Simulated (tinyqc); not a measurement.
Read current of a NAND string, cells in series solved by shooting: one step of the calculation.

Cells in series, numbered from 0 at the source line (0 V) to the bit line, each followed by a gap resistance Rg. A cell with gate Vg, threshold VT, source Vs and drain Vd passes I = 2 nf K Vt^2 [F(Vs) - F(Vd)]/(1 + th max(Vg - VT, 0)), F(V) = ln^2(1 + exp((Vg - VT - nf V)/(2 nf Vt))). The selected cell has Vg = Vr, the others Vg = Vp.

Problem. Node voltages for a trial current. For a trial current I start at 0 V and, cell by cell (the selected one is cell 3), solve for the drain: sqrt(F(Vd)) = sqrt(F(Vs) - I/k), k = 2 nf K Vt^2/(1 + th max(Vg - VT, 0)), Vd = [Vg - VT - 2 nf Vt ln(exp(sqrt F) - 1)]/nf, then add I Rg.

Inputs (values chosen for the exercise); values of the order met in vertical NAND strings: temperature T = 300 K; gain factor of a cell K = 20 uA/V^2; slope factor nf = 1.9; mobility reduction factor th = 0.07 1/V; resistance of the gap between cells Rg = 7.2 kohm; bit-line voltage Vbl = 0.5 V; pass voltage Vp = 7.8 V; read voltage on the selected word line Vr = 3.63 V.

Constants: q = 1.602176634e-19 C, kB = 1.380649e-23 J/K, Vt = kB T/q. Results are converted to the units shown.

first trial current = 3.1 uA
thresholds from the source end, cell 0 to 3 (V): [3.6, 3.6, -1.9, 1.9]

Find: node voltage after each cell and gap, trial 1.

Solution.

node voltage after each cell and gap, trial 1, cell 0 to 3 (V): [0.07060, 0.1428, 0.1928, 0.3565]

Computed by the program tinyqc: `OMP_NUM_THREADS=1 python tinyqc.py 2142229 2142230 out.jsonl`, one thread of a shared Intel Xeon 2.30GHz, about 0.9 s for the whole run.
